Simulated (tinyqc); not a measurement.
Inside a calculation. Model: polycrystalline film, grain-boundary barriers (Seto model).

Computed by the program tinyqc: `OMP_NUM_THREADS=1 python tinyqc.py 2610133 2610134 out.jsonl`, one thread of a shared Intel Xeon 2.30GHz, about 0.01 s for the whole run. Printed values are rounded.

One-dimensional grains of size Lg with donors N; each boundary has Qt acceptor-like traps per area at one level Et below the band edge. Trapped electrons qt deplete a width w = qt/N (both sides together) and raise a barrier Vb = q N w^2/(8 eps0 eps_r). Current crosses the barriers by thermionic emission at small bias. Abrupt depletion, full ionisation, Boltzmann statistics.

Parameters, values chosen for the exercise; values close to those of polycrystalline silicon:

| symbol | value | unit | meaning |
|---|---|---|---|
| T | 273 | K | temperature |
| eps_r | 11.7 |  | relative permittivity of the semiconductor |
| Lg | 400 | nm | grain size |
| Qt | 1.9e12 | cm^-2 | trap density at a boundary |
| N | 3.2e17 | cm^-3 | donor density |
| mg | 140 | cm^2/(V s) | mobility inside a grain |
| vc | 3.6e6 | cm/s | collection velocity at the barrier |
| Nc | 2.43e19 | cm^-3 | conduction-band density of states at T |
| Et | 0.44 | eV | trap level below the band edge |

Constants: q = 1.602176634e-19 C, kB = 1.380649e-23 J/K, Vt = kB T/q, eps0 = 8.8541878128e-14 F/cm where lengths are in cm. Results are converted to the units shown.

## Critical doping and limits of the barrier

N* = Qt/Lg; fully depleted grains have Vb = q N Lg^2/(8 eps0 eps_r), filled traps Vb = q Qt^2/(8 eps0 eps_r N); the true barrier cannot exceed the smaller.

N* = 4.75e16 cm^-3
Vb, fully depleted = 9.898190 V
Vb, traps filled = 0.2180937 V

## Iteration 1: trapped charge

qt at the start = 1.7e12 cm^-2

w = qt/N, Vb = q N w^2/(8 eps0 eps_r), out = Qt/(1 + 2 (Nc/N) exp((Vb - Et)/Vt)); qt(new) = out.

w = 53.12500 nm
Vb = 0.1745958 V
out = 1.896370e12 cm^-2
qt after iteration 1 = 1.896370e12 cm^-2

## Iteration 2: trapped charge

As before.

w = 59.26158 nm
Vb = 0.2172612 V
out = 1.877958e12 cm^-2
qt after iteration 2 = 1.877958e12 cm^-2

## Course of the iteration: trapped charge

Stop when qt changes by less than 10000 cm^-2, or after 60 iterations.

Course of the iteration:
```
iteration   qt (cm^-2)  |change| (cm^-2)
1          1.896370e12           1.96e11
2          1.877958e12           1.84e10
3          1.881526e12            3.57e9
4          1.880885e12            6.41e8
5          1.881002e12            1.17e8
6          1.880980e12            2.12e7
7          1.880984e12            3.86e6
8          1.880983e12            7.03e5
9          1.880984e12            1.28e5
10         1.880984e12            2.32e4
11         1.880984e12              4230
```

Converged in 11 iterations. At the end each change is about 0.18 times the one before, with alternating sign: linear convergence.

## Barrier, resistivity and effective mobility

Partly depleted grains: the density at the grain centre is n0 = N and qt = Qt/(1 + 2 (Nc/N) exp((Vb - Et)/Vt)). If that gives qt >= N Lg, the grains are fully depleted: qt = N Lg, w = Lg and n0 = 2 Nc exp((Vb - Et)/Vt)/(Qt/(N Lg) - 1). Resistivity: barriers rb = Vt exp(Vb/Vt)/(q n0 vc Lg), grain interior rg = (1 - w/Lg)/(q mg N); effective mobility 1/(q N (rb + rg)).

qt = 1.880984e12 cm^-2
w = 58.78074 nm
Vb = 0.2137499 V
n0 = 3.2e17 cm^-3
rb = 28.13780 ohm cm
rg = 0.1188462 ohm cm
effective mobility = 0.6902699 cm^2/(V s)

The grains are partly depleted, 99.0 % of the traps are filled and the barriers give 99.6 % of the resistivity.
